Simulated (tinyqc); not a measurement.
Worked calculation: sp3 tight binding, zinc-blende lattice. One step of it, computed by the program tinyqc.

Task: Levels at G. Diagonalise the Hermitian matrix.

H(k) at G (eV):
```
             a s       a px       a py       a pz         c s       c px       c py       c pz
a s   -14.070000   0.000000   0.000000   0.000000   -5.353582   0.000000   0.000000   0.000000
a px    0.000000  -7.660000   0.000000   0.000000    0.000000   2.064953   0.000000   0.000000
a py    0.000000   0.000000  -7.660000   0.000000    0.000000   0.000000   2.064953   0.000000
a pz    0.000000   0.000000   0.000000  -7.660000    0.000000   0.000000   0.000000   2.064953
c s    -5.353582   0.000000   0.000000   0.000000  -14.070000   0.000000   0.000000   0.000000
c px    0.000000   2.064953   0.000000   0.000000    0.000000  -7.660000   0.000000   0.000000
c py    0.000000   0.000000   2.064953   0.000000    0.000000   0.000000  -7.660000   0.000000
c pz    0.000000   0.000000   0.000000   2.064953    0.000000   0.000000   0.000000  -7.660000
```

Give: eigenvalues.

Result:

eigenvalues (eV): -19.424  -9.725  -9.725  -9.725  -8.716  -5.595  -5.595  -5.595
